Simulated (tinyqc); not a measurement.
Hot carriers by balance equations with a heated Maxwellian: one step, computed by the program tinyqc. Command: `OMP_NUM_THREADS=1 python tinyqc.py 3023943 3023944 out.jsonl hot walk`. One thread of a shared host (Intel(R) Xeon(R) Processor @ 2.30GHz), about 0.01 s of CPU time with the checks.

The carriers follow a Maxwellian at an electron temperature T_e, slightly displaced; the drift energy is neglected against k_B T_e. The balance averages the rate, not the time, so mu_0 lies below the relaxation-time value.

Task: Equilibrium values. Parabolic band: E = hbar^2 k^2/(2 m), speed v = hbar k/m, states per spin, volume and energy g(E) = m k/(2 pi^2 hbar^2). Masses are multiplied by m_0 and all formulas are in SI units. Phonon occupation N_q = 1/(exp(hbar w/(k_B T)) - 1). Acoustic deformation potential (elastic, equipartition, absorption and emission together): 1/tau = 2 pi k_B T D_A^2 g(E)/(hbar rho v_l^2). Optical or intervalley deformation potential: 1/tau = (pi Z_f D_o^2/(rho w)) [N_q g(E + hbar w) + (N_q + 1) g(E - hbar w)], with g = 0 below the band edge. Averages over the Maxwellian, <y> = int y x^(1/2) exp(-x) dx / int x^(1/2) exp(-x) dx with x = E/(k_B T_e), split at x_0 = hbar w/(k_B T_e): 64 Gauss-Legendre points in sqrt(x) below it and 128 in sqrt(x - x_0) above it, up to x = 32. Momentum balance: mu(T_e) = e/(m nu), nu = <x (sum of rates)>/<x>. Power lost per carrier: P(T_e) = hbar w <emission rate - absorption rate> + <(2 m v_l^2/(k_B T)) (E - 2 k_B T) acoustic rate>. Energy relaxation time at weak heating: tau_E = (3/2) k_B / (dP/dT_e), the derivative by a central difference of +/- 0.5 K at T_e = T.

Inputs (values chosen for the exercise, for a model non-polar semiconductor):
```
quantity,value,unit
effective mass m,0.434,m_0
density rho,4710,kg/m^3
sound velocity v_l,6610,m/s
acoustic deformation potential D_A,9,eV
phonon energy hbar w,83.5,meV
optical or intervalley deformation potential D_o,3.4,1e8 eV/cm
final valleys Z_f,2,-
lattice temperature T,350,K
```

Band: parabolic. Solver: Newton.

Constants: k_B = 8.617333262e-05 eV/K; k_B = 1.380649e-23 J/K; e = 1.602176634e-19 C; hbar = 1.054571817e-34 J s; m_0 = 9.1093837015e-31 kg; hbar = 6.582119569e-16 eV s.

Give: low-field mobility mu_0; energy relaxation time tau_E.

Result:

low-field mobility mu_0 = 843.7 cm^2/(V s)

energy relaxation time tau_E = 3.791 ps

tau_E is 18.2 times the momentum relaxation time m mu_0/e: energy is lost more slowly than direction, which is why carriers heat.
